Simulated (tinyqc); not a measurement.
Inside a calculation. Method: extended Hueckel theory, for BeH2. Computed by tinyqc, a small Python program that keeps every step (integrals from PySCF). Settings: charge = 0, K = 2.0, weighted = 1, multiplicity = 1. Command: `OMP_NUM_THREADS=1 python tinyqc.py 20629 20630 out.jsonl` (the two numbers bound the seeds that draw the settings). One thread of a shared host (Intel(R) Xeon(R) Processor @ 2.60GHz), about 0.01 s of CPU time with the checks.

## Overlaps

Geometry (angstrom):
```
atom         x          y         z
Be    0.000000   0.000000  0.000000
H     0.000000   1.399000  0.131000
H     0.000000  -1.399000  0.131000
```

Parameters chosen for this run:
```
element  shell  Slater exponent   H_ii (eV)
H           1s         1.300000  -13.600000
Be          2s         0.975000  -10.000000
Be          2p         0.975000   -6.000000
```

Slater orbitals, each expanded in six Gaussians scaled to its exponent.

overlap S, order 1Be 2s, 1Be 2px, 1Be 2py, 1Be 2pz, 2H 1s, 3H 1s:
```
[[1.000000, 0.000000, 0.000000, 0.000000, 0.431637, 0.431637],
 [0.000000, 1.000000, 0.000000, 0.000000, 0.000000, 0.000000],
 [0.000000, 0.000000, 1.000000, 0.000000, 0.525813, -0.525813],
 [0.000000, 0.000000, 0.000000, 1.000000, 0.049236, 0.049236],
 [0.431637, 0.000000, 0.525813, 0.049236, 1.000000, 0.024450],
 [0.431637, 0.000000, -0.525813, 0.049236, 0.024450, 1.000000]]
```

## Wolfsberg-Helmholz matrix

diagonal H_ii (eV): [-10.000000, -6.000000, -6.000000, -6.000000, -13.600000, -13.600000]

K = 2.000000

H_ij = K' S_ij (H_ii + H_jj)/2 for i != j (the diagonal keeps H_ii), with K' = K + D^2 + D^4 (1 - K), D = (H_ii - H_jj)/(H_ii + H_jj), K = 2.

H (eV), order 1Be 2s, 1Be 2px, 1Be 2py, 1Be 2pz, 2H 1s, 3H 1s:
```
[[-10.000000, 0.000000, 0.000000, 0.000000, -10.302389, -10.302389],
 [0.000000, -6.000000, 0.000000, 0.000000, 0.000000, 0.000000],
 [0.000000, 0.000000, -6.000000, 0.000000, -10.964209, 10.964209],
 [0.000000, 0.000000, 0.000000, -6.000000, -1.026670, -1.026670],
 [-10.302389, 0.000000, -10.964209, -1.026670, -13.600000, -0.665033],
 [-10.302389, 0.000000, 10.964209, -1.026670, -0.665033, -13.600000]]
```

## Orbitals

valence electrons = 4

Solve H C = S C e through S^(-1/2); fill by pairs from the bottom, a degenerate level sharing its electrons equally; each orbital has its largest coefficient positive (the first on a tie).

orbital energies (eV): [-16.709863, -15.214283, -6.048570, -6.000000, 6.711180, 25.323823]

occupations: [2.000000, 2.000000, 0.000000, 0.000000, 0.000000, 0.000000]

coefficients, order 1Be 2s, 1Be 2px, 1Be 2py, 1Be 2pz, 2H 1s, 3H 1s:
```
[[0.434336, 0.000000, -0.128548, 0.000000, 1.170797, 0.000000],
 [0.000000, 0.000000, 0.000000, 1.000000, 0.000000, 0.000000],
 [0.000000, 0.333673, 0.000000, 0.000000, 0.000000, 1.482280],
 [0.017961, 0.000000, 0.991022, 0.000000, 0.158259, 0.000000],
 [0.471607, 0.518589, 0.033020, 0.000000, -0.741159, -0.956159],
 [0.471607, -0.518589, 0.033020, 0.000000, -0.741159, 0.956159]]
```

sum of one-electron energies = -63.848292 eV

## Mulliken analysis

P = C n C^T; charge = valence electrons (H 1, Be 2) minus the sum of (P S)_ii on the atom; overlap population = 2 sum P_ij S_ij between two atoms.

charges: [0.680112, -0.340056, -0.340056]

Overlap populations:
```
pair      value
2-1    0.719272
3-1    0.719272
3-2   -0.004550
```
